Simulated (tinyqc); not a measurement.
Worked calculation: six-band hole subbands of a thin body in a field. Values are carried at full precision from step to step, so a last printed digit may differ when a step is redone from the rounded ones.

Constants: hbar^2/2m0 = 3.80998211 eV angstrom^2.

Inputs chosen for the exercise (near those of a p-type Si channel; not measured data):
- S = (7.61, -2.13, 12.64) 1/TPa (compliances s11, s12, s44)
- sx = -1 GPa (stress along the channel [1-10], negative in compression)
- b = -2.09 eV (tetragonal potential)
- d = -4.88 eV (trigonal potential)
- g1 = 4.31 (Luttinger gamma1)
- g2 = 0.34 (gamma2)
- g3 = 1.44 (gamma3)
- face = 110 (surface)
- Dso = 0.044 eV (spin-orbit splitting)
- t = 55 angstrom (body thickness)
- F = 0.2 MV/cm (field across the body)
- kmax = 0.1 1/angstrom (end of the path)

## Strain and its block

exx = eyy = (s11 + s12) sx/2, ezz = s12 sx, exy = -s44 sx/4 (1 GPa/TPa = 1e-3). With e0 the traceless part, B_XX = 2b e0xx - b (e0yy + e0zz) and B_XY = sqrt(3) d exy.

strain, lower triangle:
```
           x          y         z
x  -0.002740
y   0.003160  -0.002740
z          0          0  0.002130
```

B (eV), lower triangle:
```
          X        Y         Z
X   0.01018
Y  -0.02671  0.01018
Z         0        0  -0.02036
```

## Confinement masses without spin-orbit coupling

C(n n^T)/c has C_XX = (g1 + 4 g2) nx^2 + (g1 - 2 g2)(ny^2 + nz^2) and C_XY = 6 g3 nx ny, n the unit normal; its eigenvalues are the inverse masses along n.

C(n n^T)/c, lower triangle:
```
        X       Y       Z
X  4.6500
Y  4.3200  4.6500
Z       0       0  3.6300
```

masses (m0): 3.0303  0.2755  0.1115

The heaviest mass, 3.03, comes from a near cancellation among the gammas, so a few per cent in them move it strongly.

## The matrix for one sine at q = 0

Basis X, Y, Z times spin, hole energies counted downwards from the unstrained edge (the hydrostatic shift is left out), c = hbar^2/2m0. For a symmetric tensor T let C(T) have C_XX = L Txx + M (Tyy + Tzz), C_XY = N Txy (cyclic), L = c (g1 + 4 g2), M = c (g1 - 2 g2), N = 6 c g3. k = q + kz n, n the unit normal, q = k1 u + k2 v with u along the channel [1-10] and v = n x u. H = C(k k^T) + (Dso/3)(1 - L.sigma) - B + e F z with (L_k)_ij = -i epsilon_kij; B is the block C built from the traceless strain with 2b, -b and sqrt(3) d in place of L, M, N. Strain: exx = eyy = (s11 + s12) sx/2, ezz = s12 sx, exy = -s44 sx/4. Hard walls at z = 0 and t; basis sin(j pi z/t), j = 1 to Nz: kz^2 = (j pi/t)^2, kz = -i D with D_jl = 4 j l/(t (j^2 - l^2)), z_jj = t/2 and z_jl = -8 t j l/(pi (j^2 - l^2))^2 for j + l odd; 1 MV/cm = 0.01 eV/angstrom.

Nz = 1, in meV.

H (meV), lower triangle (Hermitian):
```
              X+       Y+      Z+            X-      Y-      Z-
X+        117.29
Y+  80.41-14.67i   117.29
Z+             0        0  135.15
X-             0        0   14.67        117.29
Y-             0        0  14.67i  80.41+14.67i  117.29
Z-        -14.67  -14.67i       0             0       0  135.15
```

## Its levels

Diagonalise; the levels come in pairs. Give each pair and its weights on X, Y, Z, summed over spin and averaged over the pair.

levels (meV): 33.79  133.11  202.84

weights:
```
   pair 1  pair 2  pair 3
X   0.491   0.036   0.473
Y   0.491   0.036   0.473
Z   0.017   0.929   0.054
```

## More sines

The four lowest pairs at q = 0.

Hole energies (meV):
```
Nz  pair 1  pair 2  pair 3  pair 4
1    33.79  133.11  202.84       -
2    19.84   61.74  130.39  201.53
4    15.89   46.59   74.29  111.80
8    15.77   46.06   72.34  101.18
16   15.77   46.06   72.34  101.17
```

One sine is 18.01 meV off in the top subband, since the field mixes the sines. The second pair lies 30.3 meV deeper.

## Dispersion of the top subband

Nz = 14; the two lowest levels (spin-split where the field breaks inversion), in meV from their value at q = 0.

Energies (meV):
```
|q| (1/angstrom)     u a     u b     v a     v b
0.025              20.18   21.34    8.56    8.68
0.050              80.29   83.83   34.31   34.61
0.075             157.62  162.37   77.07   77.77
0.100             179.87  180.73  136.23  138.03
```

From the mean of each pair in the first row, c q^2/E gives 0.11 m0 along u and 0.28 m0 along v. The largest distance between a and b in the table is 4.75 meV. These masses hold for the first row only: the band bends further out.

## Checks

- Top level at q = 0 on (001) without field and stress against c (g1 - 2 g2)(pi/t)^2, eV: both 0.04512.
- Hermiticity, and E(q) against E(-q): they agree to 1e-10 or better.

tinyqc: `OMP_NUM_THREADS=1 python tinyqc.py 1280026 1280027 out.jsonl`; about 0.3 s, one thread, shared Intel(R) Xeon(R) Processor @ 2.30GHz.
